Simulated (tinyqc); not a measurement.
Trench capacitor in an array: capacitance, non-linearity, leakage and relaxation: one step of the calculation.

A film between two metal electrodes, each interface adding a series capacitance ci. The small-signal permittivity is ek (1 + aq E^2); the field is found with the linear permittivity. Leakage J = J0 sinh(E/Ef). After a voltage step the film passes a relaxation current kr C V tt^(-nr), tt being the time in seconds. The sidewall is a coaxial capacitor with radii a = dm/2 - t and b = dm/2, depth AR dm; the end face is left out.

Task. Planar capacitance, field and non-linearity. Planar film: Cf = eps0 ek/t, 1/C = 1/Cf + 2/ci, EOT = 3.9 eps0/C, effective permittivity C t/eps0, E = (V/t) C/Cf; quadratic coefficient [C(V)/C - 1]/V^2 with Cf (1 + aq E^2) in C(V).

Values chosen for this exercise; permittivity of the order of that of zirconium oxide:
```
symbol,value,unit,meaning
ek,38.2,,relative permittivity of the film
t,11,nm,film thickness
ci,1000,uF/cm^2,capacitance of each electrode interface (dead layer and screening)
aq,0.015,cm^2/MV^2,quadratic field coefficient of the permittivity
V,2.3,V,bias
J0,3.3e-10,A/cm^2,leakage prefactor
Ef,0.27,MV/cm,field for an e-fold rise of the leakage
```

Constants: eps0 = 8.8541878128e-14 F/cm where lengths are in cm. Results are converted to the units shown.

Give: Cf; C; EOT; effective permittivity; E; quadratic coefficient; J.

Result.

Cf = 3.075 uF/cm^2
C = 3.056 uF/cm^2
EOT = 1.130 nm
effective permittivity = 37.97
E = 2.078 MV/cm
quadratic coefficient = 1.217e4 ppm/V^2
J = 3.632e-7 A/cm^2

The interfaces take 0.611 % of the voltage.

Numbers from tinyqc (`OMP_NUM_THREADS=1 python tinyqc.py 2102068 2102069 out.jsonl`; about 0.01 s on one thread of a shared Intel Xeon 2.30GHz).
